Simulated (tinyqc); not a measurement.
# Long-channel MOSFET, surface-potential model: effects of single changes

n-channel transistor on a uniformly doped p-type body, gradual-channel approximation, constant mobility, Boltzmann statistics, full ionisation. Potentials are counted from the neutral body; V is the electron quasi-Fermi potential, Vsb at the source and Vsb + Vds at the drain. Charges are magnitudes per area.

Parameters, values chosen for the exercise; material values those of a made-up semiconductor: temperature T = 273 K; band gap Eg = 0.874 eV; relative permittivity of the semiconductor eps_r = 9.83; conduction-band density of states at T Nc = 1.83e19 cm^-3; valence-band density of states at T Nv = 2.11e19 cm^-3; acceptor density of the body Na = 3.9e16 cm^-3; relative permittivity of the gate insulator eox = 9.34; insulator thickness tox = 4.3 nm; flat-band voltage Vfb = -0.59 V; channel mobility mu = 280 cm^2/(V s); gate width W = 2 um; gate length L = 1 um; source-body reverse bias Vsb = 2 V; gate-source voltage Vgs = 0.26 V; drain-source voltage Vds = 2 V.

Constants: q = 1.602176634e-19 C, kB = 1.380649e-23 J/K, Vt = kB T/q, eps0 = 8.8541878128e-14 F/cm where lengths are in cm. Results are converted to the units shown.

Each table varies one quantity; the others keep the values above.

## Effect of the source-body reverse bias

ni = sqrt(Nc Nv) exp(-Eg/(2 Vt)), Eg in volts; phiF = Vt ln(Na/ni); Cox = eps0 eox/tox; gamma = sqrt(2 q eps0 eps_r Na)/Cox. The surface potential psi at channel potential V solves Vgs + Vsb - Vfb - psi = gamma sqrt(G), G = psi - Vt + Vt exp((psi - 2 phiF - V)/Vt). Charge sheet: Qi = Cox gamma [sqrt(G) - sqrt(psi - Vt)]; I = mu (W/L) [integral of Qi dpsi from psi_0 to psi_L (drift) + Vt (Qi0 - QiL) (diffusion)], with psi_0 at V = Vsb and psi_L at V = Vsb + Vds. VT = Vfb + 2 phiF + gamma sqrt(2 phiF + Vsb), m = 1 + gamma/(2 sqrt(2 phiF + Vsb)). The swing is 20 mV/log10[I(VT - 0.14 V)/I(VT - 0.16 V)] of the charge-sheet current at the given Vds.

The same in every row: gamma (V^0.5) = 0.05423.

Result of one run:
```
Vsb (V),VT (V),m,swing (mV/decade),"I at Vgs, Vds (uA)"
3,0.09386,1.014,55.16,2.202
```

What becomes of these results when the source-body reverse bias Vsb is changed from 3 to 1.5 V, all else the same?

Result of the changed run:
```
Vsb (V),VT (V),m,swing (mV/decade),"I at Vgs, Vds (uA)"
1.5,0.06947,1.019,55.58,3.733
```

The whole series:
```
Vsb (V),VT (V),m,swing (mV/decade),"I at Vgs, Vds (uA)"
0,0.03258,1.036,58.11,6.984
0.5,0.04763,1.026,56.44,5.536
1,0.05943,1.022,55.87,4.513
1.5,0.06947,1.019,55.58,3.733
2,0.07836,1.017,55.39,3.116
2.5,0.08643,1.015,55.25,2.615
3,0.09386,1.014,55.16,2.202
```

As Vsb goes from 0 to 3 V, VT rises from 0.0326 to 0.0939 V, the swing falls from 58.1 to 55.2 mV a decade and the current falls from 6.98 to 2.20 uA. The swing is 3.6 % above m Vt ln 10 in the first row and 0.38 % above it in the last. In every row the surface electron density at the source passes 0.3 Nc, where degeneracy and quantisation, left out here, matter.

## Effect of the acceptor density of the body

Same model as above.

Results:
```
Na (cm^-3),gamma (V^0.5),VT (V),m,swing (mV/decade),"I at Vgs, Vds (uA)"
3.9e15,0.01715,-0.09013,1.005,54.76,16.08
7.2e15,0.02330,-0.05140,1.007,54.86,12.37
1.3e16,0.03131,-0.01066,1.010,55.00,8.870
2.5e16,0.04342,0.03979,1.014,55.20,5.246
4.6e16,0.05889,0.09377,1.018,55.47,2.435
1.6e17,0.1098,0.2364,1.034,56.33,0.05239
```

Estimate the missing row, Na = 8.4e16 cm^-3.

Computed row:
```
Na (cm^-3),gamma (V^0.5),VT (V),m,swing (mV/decade),"I at Vgs, Vds (uA)"
8.4e16,0.07959,0.1561,1.025,55.82,0.6590
```

With this row back in the table: As Na goes from 3.9e15 to 1.6e17 cm^-3, VT rises from -0.0901 to 0.236 V, the swing rises from 54.8 to 56.3 mV a decade and the current falls from 16.1 to 0.0524 uA. The swing is 0.54 % above m Vt ln 10 in the first row and 0.59 % above it in the last. For Na = 3.9e15 to 4.6e16 cm^-3 the surface electron density at the source passes 0.3 Nc, where degeneracy and quantisation, left out here, matter.

Computed by the program tinyqc: `OMP_NUM_THREADS=1 python tinyqc.py 2360058 2360059 out.jsonl`, one thread of a shared Intel Xeon 2.30GHz, about 0.03 s for the whole run.
